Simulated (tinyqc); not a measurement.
Capacitance measurement on a leaky thin oxide: effects of series resistance and leakage: one step of the calculation.

The device is a capacitance C in parallel with a leakage conductance G, in series with Rs and Ls. An impedance meter reports either a parallel pair (Cp, Gp) from Y = 1/Z = Gp + i w Cp or a series pair (Cs, Rm) from Z = Rm + 1/(i w Cs); w = 2 pi f, dissipation D = Gp/(w |Cp|).

Question. True capacitance and conductance. EOT = 3.9 tox/eox; CET = EOT + zc + zp; C = 3.9 eps0 A/CET; G = Jg A/Vs.

Parameters, values chosen for the exercise; values of the order met in thin-oxide MOS capacitors:
- eox = 3.9 (relative permittivity of the gate insulator (close to silicon dioxide))
- tox = 2 nm (insulator thickness)
- A = 100 um^2 (gate area)
- zc = 0.42 nm (oxide-equivalent thickness added by the accumulation layer)
- zp = 0 nm (oxide-equivalent thickness added by gate depletion)
- Jg = 1.1 A/cm^2 (gate leakage current density, not matched to the thickness)
- Vs = 0.42 V (voltage for an e-fold rise of the leakage)

Constants: eps0 = 8.8541878128e-14 F/cm where lengths are in cm. Results are converted to the units shown.

Find: EOT; CET; C; G.

Answer.

EOT = 2.0000 nm
CET = 2.4200 nm
C = 1.4269 pF
G = 2.6190 uS

Program tinyqc, `OMP_NUM_THREADS=1 python tinyqc.py 2022033 2022034 out.jsonl`; Intel Xeon 2.30GHz, shared host, one thread, about 0.01 s.
